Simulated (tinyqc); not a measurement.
# Bandgap voltage reference from two bipolar transistors: output against temperature

Two transistors of area 1 and N carry the same current I. Is(T) = Is (T/T0)^eta exp[(Vg0 q/kB)(1/T0 - 1/T)], VBE1 = Vt ln(I/Is(T)) + I rb, VBE2 = Vt ln(I/(N Is(T))) + I rb/N. The amplifier forces I R1(T) = VBE1 - VBE2 + Vos, with R(T) = R (1 + tc (T - T0)) for both resistors, and the output is Vref = VBE1 + I R2(T). Base currents and the Early effect are neglected.

Vt = kB T/q; I = (Vt ln N + Vos)/(R1(T) - rb (1 - 1/N)).

Inputs (values chosen for the exercise); values of the order met in silicon bipolar transistors: reference temperature T0 = 298 K; band-gap voltage extrapolated to 0 K Vg0 = 1.141 V; temperature exponent of the saturation current eta = 4.2; saturation current of the unit transistor at T0 Is = 2.4e-17 A; area ratio of the second transistor N = 8; resistor across which the difference of VBE falls, at T0 R1 = 34 kohm; temperature coefficient of both resistors tc = 0 ppm/K; offset of the amplifier Vos = 0 mV; series resistance of the unit transistor rb = 87 ohm; output resistor at T0 R2 = 359.5 kohm.

Constants: q = 1.602176634e-19 C, kB = 1.380649e-23 J/K. Results are converted to the units shown.

Result of one run:

| T (K) | I (uA) | VBE1 (V) | I R2 (V) | Vref (V) | Vref - Vref(T0) (mV) | dVref/dT (uV/K) |
|---|---|---|---|---|---|---|
| 398 | 2.102 | 0.4398 | 0.7558 | 1.196 | -10.07 | -138.7 |

What becomes of these results when the temperature T is changed from 398 to 233 K, all else the same?

Result of the changed run:

| T (K) | I (uA) | VBE1 (V) | I R2 (V) | Vref (V) | Vref - Vref(T0) (mV) | dVref/dT (uV/K) |
|---|---|---|---|---|---|---|
| 233 | 1.231 | 0.7649 | 0.4425 | 1.207 | 1.715 | 8.933 |

The whole series:

| T (K) | I (uA) | VBE1 (V) | I R2 (V) | Vref (V) | Vref - Vref(T0) (mV) | dVref/dT (uV/K) |
|---|---|---|---|---|---|---|
| 218 | 1.152 | 0.7931 | 0.4140 | 1.207 | 1.445 | 27.28 |
| 233 | 1.231 | 0.7649 | 0.4425 | 1.207 | 1.715 | 8.933 |
| 253 | 1.336 | 0.7268 | 0.4804 | 1.207 | 1.663 | -13.78 |
| 273 | 1.442 | 0.6884 | 0.5184 | 1.207 | 1.175 | -34.76 |
| 298 | 1.574 | 0.6397 | 0.5659 | 1.206 | 0 | -58.92 |
| 323 | 1.706 | 0.5905 | 0.6134 | 1.204 | -1.754 | -81.13 |
| 348 | 1.838 | 0.5407 | 0.6608 | 1.202 | -4.043 | -101.7 |
| 373 | 1.970 | 0.4905 | 0.7083 | 1.199 | -6.827 | -120.8 |
| 398 | 2.102 | 0.4398 | 0.7558 | 1.196 | -10.07 | -138.7 |
| 423 | 2.234 | 0.3886 | 0.8033 | 1.192 | -13.75 | -155.5 |

VBE1 falls by 1.97 mV/K on average and I R2 rises by 1.90 mV/K. The slope of Vref vanishes at T = 241 K. Between 233 and 398 K Vref spans 11.8 mV, or 59.5 ppm/K by the box method (span over the average over T, over 165 K).

tinyqc, about 0.03 s, one thread, Intel Xeon 2.30GHz (shared host): `OMP_NUM_THREADS=1 python tinyqc.py 2062136 2062137 out.jsonl`
